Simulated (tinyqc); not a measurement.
All approximations against the coupling: Froehlich polaron in a polar crystal. Computed by tinyqc, a small Python program. Command: `OMP_NUM_THREADS=1 python tinyqc.py 3015435 3015436 out.jsonl frohlich walk`. One thread of a shared host (Intel(R) Xeon(R) Processor @ 2.30GHz), about 0.04 s of CPU time with the checks.

One electron in a parabolic band of mass m*, coupled to dispersionless LO phonons in the continuum model. Energies are in units of hbar omega unless marked, wave numbers in k_0 = sqrt(2 m* omega/hbar).

Inputs (values chosen for the exercise, modelled on magnesium oxide): band mass m* = 0.407 m_0; LO phonon energy hbar omega = 89 meV; eps_inf = 3.02; static dielectric constant eps_s = 9.82; electron wave number k/k_0 = 0.52.

Constants: hbar^2/(2 m_0) = 3.80998212 eV angstrom^2; e^2/(4 pi eps_0) = 14.39964548 eV angstrom.

Method:
- 1/eps* = 1/eps_inf - 1/eps_s; k_0 = sqrt(2 m* omega/hbar) = sqrt(m* hbar omega / (hbar^2/(2 m_0))) with m* in m_0; alpha = (e^2/(4 pi eps_0)) k_0/(2 eps* hbar omega); polaron length 1/k_0.
- Feynman's bound: E(v, w) = 3 (v - w)^2/(4 v) - (alpha v/sqrt(pi)) int_0^infinity e^-u D(u)^(-1/2) du, D = w^2 u + ((v^2 - w^2)/v)(1 - e^(-v u)); integrals by 80 Gauss-Legendre points in s from 0 to 1 with u = 40 s^2.
- Minimise over v > w > 0 (simplex search); mass m_p/m* = 1 + (alpha v^3/(3 sqrt(pi))) int u^2 e^-u D^(-3/2) du.
- Other columns: second order -alpha; Landau-Pekar Gaussian -alpha^2/(3 pi); Lee-Low-Pines mass 1 + alpha/6. The polaron energy in meV uses the given hbar omega.

coupling constant alpha = 1.80864

Energies (hbar omega) and masses (m*):
```
alpha  second order   Gaussian   Feynman  Feynman (meV)  mass, LLP  mass, Feynman     v     w
0.45          -0.45  -0.021486  -0.45256        -40.278      1.075           1.08  3.05  2.94
0.9            -0.9  -0.085944  -0.91050        -81.034       1.15          1.173   3.1  2.88
1.8            -1.8   -0.34377   -1.8443        -164.14        1.3          1.408  3.22  2.76
2.9            -2.9   -0.89233   -3.0237        -269.11     1.4833          1.838   3.4  2.58
3.5            -3.5    -1.2998   -3.6885        -328.28     1.5833          2.186  3.53  2.47
6.5            -6.5    -4.4829   -7.3920        -657.89     2.0833          9.746  5.16  1.73
9.5            -9.5    -9.5758   -12.461        -1109.1     2.5833          84.79  11.1  1.24
13              -13    -17.931   -20.791        -1850.4     3.1667          412.8  22.2  1.11
```

All three energies are upper bounds (-alpha through the Lee-Low-Pines state), and the Feynman value is the lowest in every row. It lies within 5 % of -alpha up to alpha = 2.9; at alpha = 13 it is 1.16 times the Gaussian value, whose alpha^2 law it approaches with a constant shift of about -3 ln 2 - 3/4 = -2.83 (here -2.86). The mass stays within 10 % of 1 + alpha/6 up to alpha = 1.8 and reaches 413 m* in the last row; w falls from 2.94 towards 1 while v grows to 22.2.

Extremes, crossings and ranges named in words are read from the listed rows.
